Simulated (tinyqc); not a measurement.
The 3-omega method: a line heater on a substrate with a thin film: one step, computed by the program tinyqc. Command: `OMP_NUM_THREADS=1 python tinyqc.py 3006217 3006218 out.jsonl threeomega walk`. One thread of a shared host (Intel(R) Xeon(R) Processor @ 2.30GHz), about 0.01 s of CPU time with the checks.

A current at angular frequency omega = 2 pi f heats the line at 2 omega with the amplitude P per length; the temperature swing Delta T at 2 omega gives a voltage at 3 omega. The substrate is taken as semi-infinite and isotropic, and the heat capacity of heater and film is left out.

Question. Penetration depth. D = kappa/C; q = sqrt(2 i omega/D); penetration depth 1/|q| = sqrt(D/(2 omega)).

Inputs (values chosen for the exercise, modelled on silicon nitride on silica): substrate conductivity kappa = 1.36 W/(m K); substrate heat capacity C = 1.64 1e6 J/(m^3 K); heater half-width b = 3 micrometre; current frequency f = 45 Hz; substrate thickness d_s = 500 micrometre.

Give: diffusivity D; penetration depth; |q| b; penetration depth / d_s.

Answer.

diffusivity D = 0.82927 mm^2/s

penetration depth = 38.294 micrometre

|q| b = 0.078340

penetration depth / d_s = 0.076589
